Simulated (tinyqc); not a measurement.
# From splitting width d back to stacking-fault energy gamma

Model: straight dislocations in isotropic elasticity: fields, energies, partials, Peierls stress and walls. Computed by tinyqc, a small Python program. Command: `OMP_NUM_THREADS=1 python tinyqc.py 3030153 3030154 out.jsonl disloc inv`. One thread of a shared host (Intel(R) Xeon(R) Processor @ 2.30GHz), about 0.01 s of CPU time with the checks.

The line runs along z, the glide plane is y = 0, and beta is the angle between b and the line (0 screw, 90 degrees edge): b_e = b sin(beta) along +x with the extra half plane at y > 0, b_s = b cos(beta). Stress is positive in tension.

Inputs (values chosen for the exercise, modelled on silicon): shear modulus G = 70 GPa; Poisson ratio nu = 0.216; Burgers vector b = 3.84 angstrom.

Character: screw.

Method. Shockley partials have b_p = b/sqrt(3) at the angles beta -/+ 30 degrees; their repulsion balances the fault at d = G b_p^2/(8 pi gamma) (2 - nu)/(1 - nu) [1 - 2 nu cos(2 beta)/(2 - nu)].

Question. A run gave the result below. Find the stacking-fault energy gamma, known to lie between 45 and 110 mJ/m^2.

splitting width d = 4.164411 nm

Answer.

Each step takes the trial c = (a f_b - b f_a)/(f_b - f_a), f being the result less the target and a, b, c the logarithms of the listed values; c replaces end b, the old b replaces a if the sign of f changed, and otherwise f_a is halved.

Scan of the range:
```
stacking-fault energy gamma (mJ/m^2),splitting width d (nm)
45.0,5.24623
52.2,4.52261
60.6,3.89572
70.4,3.35342
81.7,2.88960
94.8,2.49030
110.0,2.14619
```

False position (Illinois rule, in the logarithm of the input) inside the bracket:
```
step,end a,end b,trial,splitting width d (nm)
1,52.2000,60.6000,56.8457,4.15300
2,52.2000,56.8457,56.5562,4.17426
3,56.8457,56.5562,56.6902,4.16440
4,56.5562,56.6902,56.6900,4.16441
5,56.5562,56.6900,56.6900,4.16441
6,56.6900,56.6900,56.6900,4.16441
```

Splitting width d falls at every point of a 13-point scan of the range (every second point is shown), so one value fits; it is bracketed by 52.2 and 60.6. The scan shows a pure power law with exponent -1.0000, so scaling from any one row also gives the answer directly. Answer: stacking-fault energy gamma = 56.69 mJ/m^2.
